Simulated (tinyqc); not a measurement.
The basis set: RHF and MP2 along a ladder of basis sets, for H4, spin multiplicity 1. Computed by the program tinyqc with PySCF. Same geometry throughout; the dipole is taken about the origin.

Geometry (angstrom):
```
atom       x       y       z
H     0.0000  0.0000  0.0000
H     0.0000  0.0000  0.7270
H     0.0000  0.0000  1.6220
H     0.0000  0.0000  2.3490
```

RHF and frozen-core MP2 in a ladder of bases:
```
basis        functions  E(RHF) (hartree)  E(MP2 corr) (hartree)  HOMO (eV)  LUMO (eV)  dipole (debye)
sto-3g               4         -2.155567              -0.026504   -12.5744    13.8791          0.0000
3-21g                8         -2.182205              -0.036563   -13.0305     6.7240          0.0000
6-31g                8         -2.189639              -0.036624   -13.1126     6.2041          0.0000
cc-pvdz             20         -2.188813              -0.059518   -13.0846     5.2621          0.0000
aug-cc-pvdz         36         -2.189659              -0.062287   -13.1103     1.3346          0.0000
cc-pvtz             56         -2.199228              -0.071506   -13.1397     4.4167          0.0000
```

Estimate the missing row, basis = 6-31g**.

Computed row:
```
basis    functions  E(RHF) (hartree)  E(MP2 corr) (hartree)  HOMO (eV)  LUMO (eV)  dipole (debye)
6-31g**         20         -2.196006              -0.058979   -13.1294     6.2006          0.0000
```

From cc-pVDZ to cc-pVTZ the RHF energy falls by 10.4 mhartree and the correlation energy by 12.0. If valence correlation converges as X^-3, (27 E(T) - 8 E(D))/19 gives -0.0766 hartree, a rough estimate from such small X that usually falls short; STO-3G holds about 35 % of it. Beyond STO-3G the LUMO moves by 5.4 eV and the HOMO by 0.1 eV; diffuse functions lower the positive LUMO sharply, since an unbound virtual level tracks the most diffuse function.
